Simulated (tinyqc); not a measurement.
Comparisons within one model: optical gain and spontaneous emission in a bulk direct-gap semiconductor. A value that a table varies takes the place of the one given here.

Parabolic bands, vertical transitions, no excitons. For each hole band j: mr = me mj/(me + mj); joint density of states J_j(E) = (mr/c)^(3/2) sqrt(E - Eg)/(2 pi^2), both spins, c = hbar^2/2m0; averaged matrix element |e.p|^2 = m0 Ep/6; alpha_j(E) = 4 pi^2 alpha_f c Ep J_j/(3 nr E) in 1/angstrom (alpha_f the fine-structure constant, listed as alpha among the constants), times 1e8 for 1/cm.

F_j(eta) = (1/Gamma(j + 1)) integral_0^infinity x^j dx/(1 + exp(x - eta)), which tends to exp(eta) for eta << 0.

Quasi-Fermi levels: n = Nc F_1/2(Fc/kT) and p = Nv F_1/2(Fv/kT), Fc counted up from the conduction edge and Fv down from the valence edge; Nc, Nv from N = 2 (m kB T/(4 pi c))^(3/2) with c = hbar^2/2m0, in 1/angstrom^3; times 1e24 for 1/cm^3, with me and (mhh^(3/2) + mlh^(3/2))^(2/3).

For band j the electron sits at Ee = (E - Eg) mr/me above its edge and the hole at Eh = (E - Eg) mr/mj; fe = 1/(1 + exp((Ee - Fc)/kT)), fh = 1/(1 + exp((Eh - Fv)/kT)); gain g = sum_j alpha_j (fe + fh - 1).

Spontaneous rate: R = integral of (nr E/(hbar c))^2/(pi^2 hbar) sum_j alpha_j fe fh dE, with alpha in 1/cm and (nr E/(hbar c))^2 in 1/cm^2 (1e16 per 1/angstrom^2); B = R/(n p); lifetime n/R.

Constants: hbar^2/2m0 = 3.80998211 eV angstrom^2; fine-structure constant alpha = 0.007297352564; kB = 8.617333262e-05 eV/K; hbar = 6.58211957e-16 eV s; hbar c = 1973.269805 eV angstrom.

Parameters, chosen for this exercise (near those of InGaAs; not measured data): Eg = 0.731 eV (direct gap); me = 0.0412 m0 (electron mass); mhh = 0.452 m0 (heavy-hole mass); mlh = 0.05 m0 (light-hole mass); Ep = 23.8 eV (Kane energy); nr = 3.51 (refractive index); T = 300 K; n = 7.3e+17 1/cm^3 (injected density, n = p).

## Peak gain against injection

The peak is the largest g over E; a dash marks no gain.

Gain:
```
n (1/cm^3)  Fc (eV)  Fv (eV)  peak gain (1/cm)  peak E - Eg (eV)  B (cm^3/s)
3.6e+17      0.0293  -0.0794                 -                 -    1.35e-10
5.7e+17      0.0498  -0.0673                 -                 -    1.28e-10
8.2e+17      0.0692  -0.0576                35            0.0040    1.21e-10
1.0e+18      0.0814  -0.0523               132            0.0106    1.17e-10
1.3e+18      0.0996  -0.0452               316            0.0212    1.10e-10
1.6e+18      0.1161  -0.0395               498            0.0311    1.05e-10
2.1e+18      0.1411  -0.0319               780            0.0459    9.78e-11
2.9e+18      0.1768  -0.0226              1171            0.0657    8.90e-11
```

transparency density (Fc + Fv = 0) = 7.13e+17 1/cm^3

Gain starts at 7.13e+17 1/cm^3, where Fc = -Fv = 0.0614 eV: with Nv/Nc = 38 the electrons must be degenerate before the holes are. The slope of peak gain against n is 5.40e-16 cm^2 between the first two rows with gain and 4.89e-16 between the last two; the peak moves from 0.0040 to 0.0657 eV above the gap as the bands fill, and B falls by a factor 1.52. Line broadening and gap shrinkage are left out.

## Gain spectrum

At the density n.

Spectrum:
```
E - Eg (eV)  alpha, empty (1/cm)  fe, heavy  fh, heavy  g (1/cm)
0.005                       1742      0.904      0.086       -17
0.010                       2448      0.888      0.085       -65
0.020                       3415      0.847      0.082      -226
0.030                       4128      0.796      0.080      -470
0.045                       4958      0.696      0.076     -1001
0.060                       5616      0.573      0.073     -1729
0.080                       6325      0.398      0.069     -2913
0.100                       6902      0.245      0.065     -4148
0.130                       7595      0.101      0.059     -5739
0.170                       8300      0.026      0.052     -7225
0.220                       8945      0.005      0.045     -8366
```

Fc + Fv = 0.0019 eV

No listed energy has gain; the carriers only bleach the edge. At 0.220 eV above the gap g is -0.94 times the absorption of the empty crystal, whose limit is -1.

## Transparency density and B against temperature

Eg is held fixed; B is taken at n = 1e15 1/cm^3.

Results:
```
T (K)  transparency density (1/cm^3)  Fc/kT there  B (cm^3/s)
100                         1.37e+17        2.374    7.57e-10
150                         2.52e+17        2.374    4.16e-10
200                         3.88e+17        2.374    2.73e-10
250                         5.43e+17        2.374    1.97e-10
300                         7.13e+17        2.374    1.51e-10
350                         8.99e+17        2.374    1.21e-10
400                         1.10e+18        2.374    9.97e-11
500                         1.53e+18        2.374    7.25e-11
```

Fc/kT at transparency stays at 2.374, since it depends on Nv/Nc alone, so the density goes as T^1.50. B goes as T^-1.46, against T^-1.5 for non-degenerate carriers: hot carriers spread over k and fewer pairs share a wave vector.

## What moves transparency and gain

Transparency is Fc + Fv = 0; the peak is the largest g over E at the density n (0 if none). Each row changes one parameter from the base and keeps the others.

Results:
```
case                 transparency density (1/cm^3)  Fc + Fv (eV)  peak gain (1/cm)
base                                      7.13e+17        0.0019                 2
me = 0.0474 m0                            8.21e+17       -0.0091                 0
mhh = 0.271 m0                            5.55e+17        0.0216               122
Ep = 26.2 eV                              7.13e+17        0.0019                 3
T = 340 K                                 8.61e+17       -0.0147                 0
n = 9.49e+17 1/cm^3                       7.13e+17        0.0243               102
nr = 3.69                                 7.13e+17        0.0019                 2
```

The largest shifts from the base row, up to three for each result and ties (the steps differ in size, so this ranks the rows, not the parameters). transparency density (1/cm^3): mhh -1.58e+17, T +1.47e+17, me +1.07e+17; unchanged at the printed digits by Ep, n and nr. Fc + Fv (eV): n +0.0225, mhh +0.0197, T -0.0166; unchanged at the printed digits by Ep and nr. peak gain (1/cm): mhh +120, n +100, me -2, T -2; unchanged at the printed digits by nr.

(tinyqc, `OMP_NUM_THREADS=1 python tinyqc.py 1652591 1652592 out.jsonl`, Intel(R) Xeon(R) Processor @ 2.30GHz, 1 thread, shared host, about 0.08 s.)
